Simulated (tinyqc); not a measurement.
# Short-channel transistor, virtual-source model with series resistance: effects of single changes

The current per gate width is the charge at the top of the source barrier (the virtual source) times its velocity times a saturation function; al and be are fitting constants of the model. Units: I in uA/um, Rs in ohm um, so I Rs = 1e-6 I Rs in volts; Q in uC/cm^2, so I = 1e-4 Q vx0 Fsat with vx0 in cm/s.

Inputs (values chosen for the exercise): temperature T = 300 K; inversion capacitance Cinv = 3.59 uF/cm^2; velocity at the virtual source vx0 = 3.83e7 cm/s; apparent mobility mu = 700 cm^2/(V s); channel length L = 130 nm; threshold at zero drain voltage VT0 = 0.35 V; drain-induced barrier lowering dl = 0.035 V/V; subthreshold factor n0 = 1.07; growth of n with drain voltage nd = 0.05 1/V; threshold shift (in units of Vt) from weak to strong inversion al = 3.5; sharpness of saturation be = 1.4; series resistance of each contact Rs = 150 ohm um.

Constants: q = 1.602176634e-19 C, kB = 1.380649e-23 J/K, Vt = kB T/q. Results are converted to the units shown.

Each table varies one quantity; the others keep the values above.

## Effect of the series resistance of each contact on the on and off currents

Intrinsic voltages Vg' = Vgs - I Rs, Vd' = Vds - 2 I Rs. n = n0 + nd Vd', VT = VT0 - dl Vd', Ff = 1/(1 + exp((Vg' - VT + al Vt/2)/(al Vt))), Q = Cinv n Vt ln(1 + exp((Vg' - VT + al Vt Ff)/(n Vt))), Vdsat = (vx0 L/mu)(1 - Ff) + Vt Ff, Fsat = u/(1 + u^be)^(1/be) with u = Vd'/Vdsat, and I = Q vx0 Fsat per width. I is solved self-consistently. Ion is I at Vgs = Vds = 1 V, Ioff at Vgs = 0, Vds = 1 V, and Rlin = Vds/I at Vgs = 1 V, Vds = 0.05 V.

Results:
```
Rs (ohm um)  Ion (uA/um)  Ioff (nA/um)  log10(Ion/Ioff)  Rlin (ohm um)
0                 6672.2        144.86           4.6633         80.706
25                4815.8        144.84           4.5218         131.30
50                3779.7        144.82           4.4166         181.62
100               2658.7        144.78           4.2639         281.95
200               1686.6        144.71           4.0665         482.24
300               1242.6        144.63           3.9341         682.36
400               986.50        144.56           3.8341         882.44
```

Estimate the missing row, Rs = 150 ohm um.

Computed row:
```
Rs (ohm um)  Ion (uA/um)  Ioff (nA/um)  log10(Ion/Ioff)  Rlin (ohm um)
150               2060.4        144.75           4.1533         382.13
```

With this row back in the table: As Rs goes from 0 to 400 ohm um, Ion falls from 6670 to 987 uA/um, Ioff stays near 145 nA/um and Rlin rises from 80.7 to 882 ohm um. Ion changes by a factor of 0.148 and Ioff by 0.998. The off current drops so little voltage over Rs that it changes by under 1 %.

## Transfer curves at low and high drain voltage

Same model as above.

Columns for Vds = 0.05 V and 1 V; gm = dI/dVgs at 1 V.

Transfer curves at low and high drain voltage:
```
Vgs (V)  I, low Vds (uA/um)  I, high Vds (uA/um)  gm (uS/um)
0                   0.01924               0.1447       4.749
0.12                 0.6837                6.028       171.4
0.25                  12.48                111.5        1724
0.38                  52.67                429.6        2910
0.5                   81.91                792.2        3050
0.62                  101.2                 1150        2885
0.75                  115.2                 1506        2582
0.88                  124.7                 1818        2206
1                     130.8                 2060        1833
```

What does the comparison show?

At Vds = 1 V the current spans 4.2 decades, from 0.145 to 2060 uA/um. Between the first two rows the swing is 74.1 mV a decade, against n Vt ln 10 = 66.7. At Vgs = 0 the higher drain voltage raises the current by a factor of 7.52, at Vgs = 1 V by 15.7. The transconductance goes from 4.75 through a maximum of 3050 (at Vgs = 0.5 V among the rows listed) to 1830 uS/um; Cinv vx0, its value in strong inversion and saturation without series resistance, is 13700 uS/um.

## Effect of the channel length on the on and off currents

Same model as above.

mu, vx0, VT0, dl and n0 are held fixed.

Results:
```
L (nm)  Ion (uA/um)  Ioff (nA/um)  log10(Ion/Ioff)  Rlin (ohm um)
10           2817.0        146.03           4.2853         306.38
24           2658.5        145.90           4.2606         315.28
36           2552.8        145.79           4.2433         322.90
55           2417.4        145.59           4.2202         334.93
85           2250.4        145.27           4.1901         353.86
130          2060.4        144.75           4.1533         382.13
200          1842.7        143.86           4.1075         425.89
```

Estimate the missing row, L = 15 nm.

Computed row:
```
L (nm)  Ion (uA/um)  Ioff (nA/um)  log10(Ion/Ioff)  Rlin (ohm um)
15           2754.5        145.99           4.2757         309.56
```

With this row back in the table: As L goes from 10 to 200 nm, Ion falls from 2820 to 1840 uA/um, Ioff falls from 146 to 144 nA/um and Rlin rises from 306 to 426 ohm um. Ion changes by a factor of 0.654 and Ioff by 0.985. At L = 200 nm the channel is long for this model, whose fixed vx0 belongs to short devices.

tinyqc, about 0.01 s, one thread, Intel Xeon 2.30GHz (shared host): `OMP_NUM_THREADS=1 python tinyqc.py 2380129 2380130 out.jsonl`
